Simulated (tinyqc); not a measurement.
Thermoelectric coefficients with energy filtering, Landauer integrals: effect of the barrier height.

Bulk parabolic band, x = (E - Ec)/kB T, C = hbar^2/(2 m0), kB T in eV. Modes per area gv m kB T x/(4 pi C) times the back-scattering length l0 x^rr give the transport function s0 X(x), s0 = (2 q^2/h) gv m kB T l0/(4 pi C), X = x^(1 + rr), multiplied by tb for x < xb. I_k = int X (x - eta)^k w dx, w = 1/(4 cosh^2((x - eta)/2)).

sigma = s0 I_0, S = -(kB/q) I_1/I_0, Lorenz number L = (kB/q)^2 [I_2/I_0 - (I_1/I_0)^2], kappa_e = L sigma T. Power factor S^2 sigma, ZT = S^2 sigma T/(kappa_e + kL). The integrals are converged.

Parameters, values chosen for the exercise:
```
symbol,value,unit,meaning
T,300,K,temperature
m,1.2,m0,mass of one valley
gv,3,,valleys
l0,2.2,nm,back-scattering length at x = 1
rr,0,,energy exponent of that length
kL,0.79,W/(m K),lattice thermal conductivity
eta,2.9,,reduced Fermi level (EF - Ec)/kB T
tb,0.1,,share of the transport function left below the barrier
```

Constants: q = 1.602176634e-19 C, kB = 1.380649e-23 J/K, hbar = 1.054571817e-34 J s, h = 6.62607015e-34 J s, m0 = 9.1093837015e-31 kg, Vt = kB T/q, hbar^2/(2 m0) = 0.0380998212 eV nm^2. Results are converted to the units shown.

Result of one run:
```
xb	sigma (S/cm)	S (uV/K)	kappa_e (W/(m K))	power factor (mW/(m K^2))	ZT
0	978.65	-88.286	0.57934	0.76280	0.16712
```

What becomes of these results when the barrier height over kB T, above Ec xb is changed from 0 to 1.7, all else the same?

Result of the changed run:
```
xb	sigma (S/cm)	S (uV/K)	kappa_e (W/(m K))	power factor (mW/(m K^2))	ZT
1.7	923.84	-102.02	0.48439	0.96157	0.22636
```

The whole series:
```
xb	sigma (S/cm)	S (uV/K)	kappa_e (W/(m K))	power factor (mW/(m K^2))	ZT
0	978.65	-88.286	0.57934	0.76280	0.16712
0.9	968.54	-91.246	0.55462	0.80639	0.17991
1.7	923.84	-102.02	0.48439	0.96157	0.22636
2.6	798.04	-127.56	0.36794	1.2985	0.33641
3.5	598.17	-165.37	0.26254	1.6359	0.46626
4.3	417.26	-200.11	0.21047	1.6708	0.50102
5.2	267.66	-224.50	0.19493	1.3490	0.41090
6	188.14	-222.39	0.19392	0.93043	0.28369
6.9	140.29	-195.44	0.18121	0.53586	0.16552
```

sigma falls from 979 to 140 S/cm, |S| goes from 88.3 through a maximum of 225 (at xb = 5.2 among the rows listed) to 195 uV/K, and the power factor goes from 0.763 through a maximum of 1.67 (at xb = 4.3 among the rows listed) to 0.536 mW/(m K^2). Without a barrier the power factor at this eta = 2.9 is 0.763; the best row is 2.19 times that. States below the Fermi level add to sigma but subtract from |S|, and the barrier removes them.

Range of the model: Parabolic bands, elastic scattering and a fixed kL make these model figures, not those of a material.

tinyqc, about 0.02 s, one thread, Intel Xeon 2.30GHz (shared host): `OMP_NUM_THREADS=1 python tinyqc.py 2800115 2800116 out.jsonl`
